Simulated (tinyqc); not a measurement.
Inside a calculation. Model: planar ballistic transistor, top-of-the-barrier model.

Numbers from tinyqc (`OMP_NUM_THREADS=1 python tinyqc.py 2400056 2400057 out.jsonl`; about 0.01 s on one thread of a shared Intel Xeon 2.30GHz). Printed values are rounded.

At the top of the source barrier, states moving towards the drain are filled by the source (Fermi level 0) and states moving back by the drain (Fermi level -q Vd); nothing scatters. U is the shift of the band edge there, set by the capacitances CG, CD and CS (the total) and by the charge. Parabolic two-dimensional band; the source is grounded.

Values chosen for this exercise; mass and valleys close to those of germanium: temperature T = 77 K; effective mass m = 0.126 m0; valley degeneracy gv = 4; relative permittivity of the gate insulator eox = 3.9; insulator thickness tox = 2.9 nm; gate control CG/CS aG = 0.96; drain control CD/CS aD = 0.039; band edge at the barrier top above the source Fermi level at zero bias E0 = 0.2 eV; gate voltage Vg = 0.59 V; drain voltage Vd = 0.2 V.

Constants: q = 1.602176634e-19 C, kB = 1.380649e-23 J/K, hbar = 1.054571817e-34 J s, m0 = 9.1093837015e-31 kg, Vt = kB T/q, eps0 = 8.8541878128e-14 F/cm where lengths are in cm. Results are converted to the units shown.

## Density of states, capacitances and charge at zero bias

N0 = gv m kB T/(pi hbar^2), CG = eps0 eox/tox, vT = sqrt(2 kB T/(pi m)), CS = CG/aG, n0 = n at U = 0 and Vd = 0. eta1 = -(E0 + U)/Vt, eta2 = eta1 - Vd/Vt, n = (N0/2)[F_0(eta1) + F_0(eta2)], F_0(x) = ln(1 + exp x). UL = -(aG Vg + aD Vd).

N0 = 1.39698e12 cm^-2
CG = 1.19074 uF/cm^2
CS = 1.24035 uF/cm^2
n0 = 0.113464 cm^-2
UL = -0.5742 eV

## Iteration 1: self-consistent potential at the barrier top

U at the start (U = UL) = -0.5742 eV

eta1 = -(E0 + U)/Vt, eta2 = eta1 - Vd/Vt, n = (N0/2)[F_0(eta1) + F_0(eta2)], F_0(x) = ln(1 + exp x). U(out) = UL + q (n - n0)/CS. Newton step: U(new) = U + (U(out) - U)/(1 + CQ/CS), CQ = (q/Vt) dn/d(eta1) with both F' summed; F_0'(x) = 1/(1 + exp(-x)).

eta1 = 56.3949
eta2 = 26.2533
n = 5.77292e13 cm^-2
U(out) = 6.88275 eV
CQ = 33.7317 uF/cm^2
U after iteration 1 = -0.309725 eV

## Iteration 2: self-consistent potential at the barrier top

As before.

eta1 = 16.5364
eta2 = -13.6052
n = 1.15506e13 cm^-2
U(out) = 0.917803 eV
CQ = 16.8659 uF/cm^2
U after iteration 2 = -0.225634 eV

## Course of the iteration: self-consistent potential at the barrier top

Stop when U changes by less than 1e-9 eV, or after 90 iterations.

Course of the iteration:
```
iteration     U (eV)  |change| (eV)
1          -0.309725          0.264
2          -0.225634         0.0841
3          -0.225503        1.31e-4
4          -0.225503        2.49e-8
5          -0.225503        < 1e-13
```

Converged in 5 iterations. The changes do not fall evenly; from iteration 1 to 4 they shrink by a factor of 220 a step on average.

## Current, mean velocity and share of the gate voltage

converged U = -0.225503 eV

N0 = gv m kB T/(pi hbar^2), CG = eps0 eox/tox, vT = sqrt(2 kB T/(pi m)), CS = CG/aG, n0 = n at U = 0 and Vd = 0. eta1 = -(E0 + U)/Vt, eta2 = eta1 - Vd/Vt, n = (N0/2)[F_0(eta1) + F_0(eta2)], F_0(x) = ln(1 + exp x). I = q (N0/2) vT [F_(1/2)(eta1) - F_(1/2)(eta2)] per width, F_(1/2)(x) = (2/sqrt(pi)) int_0^infinity u^(1/2)/(1 + exp(u - x)) du. Mean velocity I/(q n). CQ = (q/Vt) dn/d(eta1); the band edge follows the gate as -dU/dVg = aG/(1 + CQ/CS).

eta1 = 3.84355
n = 2.69949e12 cm^-2
I = 530.508 uA/um
mean velocity = 1.22659e7 cm/s
CQ = 16.5122 uF/cm^2
-dU/dVg = 0.0670741 eV/V

The carriers from the source are degenerate (eta1 = 3.84), and the mean velocity is 1.60 times vT = sqrt(2 kB T/(pi m)) = 7.68e6 cm/s.
